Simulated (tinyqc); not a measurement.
A barrier in a uniform field, exact transmission by Airy functions: two steps of the calculation.

The left lead has its band edge at 0, the barrier edge falls as U(x) = U0 - F x with F = V/d for 0 < x < d, and the right lead has its edge at -V. No transverse momentum; C = hbar^2/(2 m0); psi and psi'/m are continuous. M carries (psi, psi'/m) across the barrier.

Inputs (values chosen for the exercise); U0 - E and the mass are of the order of those of hafnium oxide on silicon:
- mL = 0.72 m0 (mass in the left lead)
- U0 = 2.28 eV (barrier edge at x = 0)
- m1 = 0.2 m0 (mass in the barrier)
- E = 0.82 eV (electron energy)
- d = 3.1 nm (barrier width)
- V = 3.4 V (voltage across the barrier)
- mR = 0.72 m0 (mass in the right lead)

Constants: q = 1.602176634e-19 C, hbar = 1.054571817e-34 J s, m0 = 9.1093837015e-31 kg, hbar^2/(2 m0) = 0.0380998212 eV nm^2. Results are converted to the units shown.

Task 1. Scaled variables. Energy scale e = (C F^2/m1)^(1/3), z(x) = (U(x) - E)/e, s = (dz/dx)/m1 = -F/(e m1); v = k/m in a lead. vL = sqrt(mL E/C)/mL, vR = sqrt(mR (E + V)/C)/mR.

Give: F; e; z1; z2; s; vL; vR.

Result 1.

F = 1.097 V/nm
e = 0.6119 eV
z1 = 2.386
z2 = -3.170
s = -8.961 1/nm
vL = 5.467 1/nm
vR = 12.40 1/nm

z2 < 0: the electron leaves the forbidden region inside the barrier.

Task 2. Transmission, exact and WKB. With M acting on (psi, psi'/m) and v = k/m in each lead, T(E) = 4 vL vR/[(vL vR M12 - M21)^2 + (vR M11 + vL M22)^2]. WKB: exp(-S), S = (4/(3 F)) sqrt(m1/C) [max(U0 - E, 0)^1.5 - max(U0 - F d - E, 0)^1.5].

M (M12 in nm, M21 in 1/nm):

|  | 1 | 2 |
|---|---|---|
| 1 | -10.114286 | -0.80020015 |
| 2 | -22.153589 | -1.8515697 |

vL = 5.4673794 1/nm
vR = 12.403050 1/nm

Wanted: T(E); S; exp(-S); ratio T(E)/exp(-S).

Result 2.

T(E) = 0.013974
S = 4.9137
exp(-S) = 0.0073456
ratio T(E)/exp(-S) = 1.9024

Range of the model: Masses are held fixed, although real bands cease to be parabolic a few tenths of an eV from their edges.

tinyqc, about 0.01 s, one thread, Intel Xeon 2.30GHz (shared host): `OMP_NUM_THREADS=1 python tinyqc.py 2580045 2580046 out.jsonl`
